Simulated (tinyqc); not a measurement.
Worked calculation: power iteration on a symmetric matrix. Computed by tinyqc, a small Python program that keeps every step. Settings: method = power, shift = 0.65. Command: `OMP_NUM_THREADS=1 python tinyqc.py 24079 24080 out.jsonl` (the two numbers bound the seeds that draw the settings). One thread of a shared host (Intel(R) Xeon(R) Processor @ 2.60GHz), about 0.01 s of CPU time with the checks.

A:
```
         1        2        3        4        5        6
1   0.2570  -0.4810   0.0110   0.1110   0.1140   0.1540
2  -0.4810   0.9360   0.1130  -0.1730  -0.3300  -0.1970
3   0.0110   0.1130   1.2930  -0.1900  -0.8270   0.2290
4   0.1110  -0.1730  -0.1900   2.3400  -1.1730   0.4120
5   0.1140  -0.3300  -0.8270  -1.1730   2.4770  -0.0150
6   0.1540  -0.1970   0.2290   0.4120  -0.0150   2.5630
```

Stop when the residual |A v - lambda v| is below 1e-9.

Steps:

| step | lambda | residual |
|---|---|---|
| 1 | 2.610156 | 1.00e+00 |
| 2 | 3.127160 | 6.30e-01 |
| 3 | 3.400042 | 5.39e-01 |
| 4 | 3.586989 | 4.22e-01 |
| 5 | 3.690326 | 2.98e-01 |
| 6 | 3.738829 | 1.98e-01 |
| 7 | 3.759781 | 1.29e-01 |
| 8 | 3.768503 | 8.25e-02 |
| 9 | 3.772077 | 5.27e-02 |
| 10 | 3.773533 | 3.36e-02 |
| 11 | 3.774124 | 2.14e-02 |
| 12 | 3.774364 | 1.36e-02 |
| 13 | 3.774461 | 8.68e-03 |
| 14 | 3.774501 | 5.53e-03 |
| 15 | 3.774517 | 3.52e-03 |
| 16 | 3.774523 | 2.24e-03 |
| 17 | 3.774526 | 1.43e-03 |
| 18 | 3.774527 | 9.08e-04 |
| 19 | 3.774527 | 5.78e-04 |
| 20 | 3.774527 | 3.68e-04 |
| 21 | 3.774528 | 2.34e-04 |
| 22 | 3.774528 | 1.49e-04 |
| 23 | 3.774528 | 9.51e-05 |
| 24 | 3.774528 | 6.05e-05 |
| 25 | 3.774528 | 3.85e-05 |
| 26 | 3.774528 | 2.45e-05 |
| 27 | 3.774528 | 1.56e-05 |
| 28 | 3.774528 | 9.95e-06 |
| 29 | 3.774528 | 6.34e-06 |
| 30 | 3.774528 | 4.03e-06 |

Can the last value be used, and what does the course show?

Not by the stop rule, although the second column moves by less than 1e-07 over the last three steps. Not converged in 30 steps: the residual falls only by the ratio of the two largest distances of eigenvalues from the shift, 0.64 a step. all eigenvalues, for comparison: 0.0041  0.4218  1.0647  1.9614  2.6395  3.7745.
